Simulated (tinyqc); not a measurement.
# On-chip interconnect, size-dependent resistivity and RC delay: course in time

A rectangular line between two neighbours and two ground planes. Surface and grain-boundary scattering are added to the bulk resistivity as corrections; capacitances are parallel-plate values without fringing; inductance is ignored.

6 equal pi sections: series Rs = r Lw/6; node capacitances c Lw/6, halved at nodes 0 and 6, with Cl added to node 6; Rd feeds node 0. Elmore delay of node k: the sum, over the resistors on the path to k, of resistance times all capacitance downstream of it.

A 1 V step is applied behind Rd at t = 0. C dv/dt = -G v + b, with G the conductance matrix of the ladder (1/Rs between neighbours, 1/Rd added at node 0) and b = (1 V/Rd, 0, ...). Trapezoidal step: (C/dt + G/2) v(new) = (C/dt - G/2) v + b. The last column solves the same ladder exactly by its modes.

Inputs (values chosen for the exercise):
- Rd = 570 ohm (driver resistance)
- dt = 0.73 ps (time step)

Rs = 190.966 ohm
C, node 0 to 6 (fF): 0.0178559  0.0357119  0.0357119  0.0357119  0.0357119  0.0357119  1.41786

Voltages (V):
```
t (ps)   node 0  node 3   node 6  node 6, exact
0.73000  1.3034  0.6968  0.20877        0.22690
1.4600   0.3024  0.4501  0.43436        0.41730
2.1900   1.2968  0.8101  0.55217        0.56081
2.9200   0.4858  0.7086  0.67979        0.66898
3.6500   1.2823  0.8718  0.74678        0.75051
4.3800   0.5992  0.8562  0.81849        0.81195
5.1100   1.2656  0.9062  0.85705        0.85827
5.8400   0.6710  0.9397  0.89689        0.89317
6.5700   1.2491  0.9262  0.91952        0.91948
7.3000   0.7181  0.9862  0.94122        0.93931
8.0300   1.2338  0.9385  0.95488        0.95426
8.7600   0.7503  1.0112  0.96632        0.96553
```

What does the table show?

The far end of the ladder reaches 0.5 V at 1.855 ps, 0.701 of its Elmore delay (ln 2 = 0.693 for a single pole); the slowest mode has a time constant of 2.582 ps. The largest error of the trapezoidal steps at that node is 18 mV. Node 0 swings up and down from step to step: the trapezoidal rule does not damp modes much faster than dt, so these swings are numerical.

Range of the model: The metal width is under the mean free path, where the thick-limit surface term and the simple sum of corrections lose accuracy.

tinyqc, about 0.01 s, one thread, Intel Xeon 2.30GHz (shared host): `OMP_NUM_THREADS=1 python tinyqc.py 2100057 2100058 out.jsonl`
